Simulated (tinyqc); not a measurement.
Equilibrium crystal shape, supported particles, Gibbs-Thomson effect and coarsening: one step, computed by the program tinyqc. Command: `OMP_NUM_THREADS=1 python tinyqc.py 3022503 3022504 out.jsonl wulff walk`. One thread of a shared host (Intel(R) Xeon(R) Processor @ 2.30GHz), about 0.06 s of CPU time with the checks.

A cubic crystal bounded by {100}, {110} and {111} facets only.

Question. Gibbs-Thomson solubility and coarsening. Spherical precipitates of nearly pure solute with atomic volume Omega: x(r) = x_inf exp(l/r), l = 2 gamma_i Omega/(k_B T). Diffusion-limited coarsening at small volume fraction (Lifshitz-Slyozov-Wagner): r^3 = r0^3 + K t, K = (4/9) D x_inf l; the number density falls as (r0/r)^3. The steady size distribution is assumed from the start, and D and x_inf are inputs that do not follow T.

Inputs (values chosen for the exercise, for a model metal):
```
quantity                                value   unit
temperature T                             775      K
precipitate interface energy gamma_i     0.29  J/m^2
solubility x_inf at a flat interface    7e-05      -
diffusivity D                         1.8e-16  m^2/s
mean radius at the start r0                10     nm
time t                                 550000      s
```

Omega = 11.18472 angstrom^3

Constants: k_B = 1.380649e-23 J/K.

Give: capillary length l; x(r0)/x_inf; rate constant K; mean radius at t; number density over its start.

Answer.

capillary length l = 0.60627 nm

x(r0)/x_inf = 1.0625

rate constant K = 0.0033951 nm^3/s

mean radius at t = 14.207 nm

number density over its start = 0.34876

The time to double the radius is 7 r0^3/K = 2.1e6 s; t is 0.27 times that.
